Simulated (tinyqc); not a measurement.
Inside a calculation. Method: geometry optimisation on the RHF/sto-3g surface (energies and gradients from PySCF), for BeH2, spin multiplicity 1. One step of it, computed by the program tinyqc.

Problem. Step 3: move. Quasi-Newton step p = -H^(-1) g (the inverse Hessian comes from BFGS updates; coordinates in the order x, y, z of each atom); steps longer than 0.3 bohr are cut back.

positions after step 2 (bohr):
```
,x,y,z
1Be,-0.068048,0.020445,-0.015854
2H,0.103712,2.506317,0.110935
3H,-0.028105,-2.424717,0.252628
```

gradient (hartree/bohr):
```
,x,y,z
1Be,-0.00527112,-0.00787974,-0.00929894
2H,0.00300362,0.01219452,0.00468971
3H,0.00226750,-0.00431478,0.00460923
```

inverse Hessian in use (bohr^2/hartree), lower triangle:
```
,1,2,3,4,5,6,7,8,9
1,3.352923
2,0.036304,2.074256
3,0.034004,0.167868,3.384068
4,-0.008189,0.005836,-0.015876,3.336581
5,0.054900,0.414225,0.070592,-0.022710,3.584954
6,-0.019754,-0.021760,-0.035463,0.007908,-0.062639,3.353171
7,-0.011401,-0.042140,-0.018128,0.004942,-0.032189,0.011846,3.339792
8,-0.091203,0.844852,-0.238460,0.016874,-0.665846,0.084399,0.074329,3.154327
9,-0.014249,-0.146108,-0.015272,0.007967,-0.007953,0.015626,0.006282,0.154061,3.332979
```

Give: positions after step 3.

Solution.

positions after step 3 (bohr):
```
,x,y,z
1Be,-0.0506,0.0380,0.0156
2H,0.0938,2.4644,0.0956
3H,-0.0356,-2.4004,0.2365
```
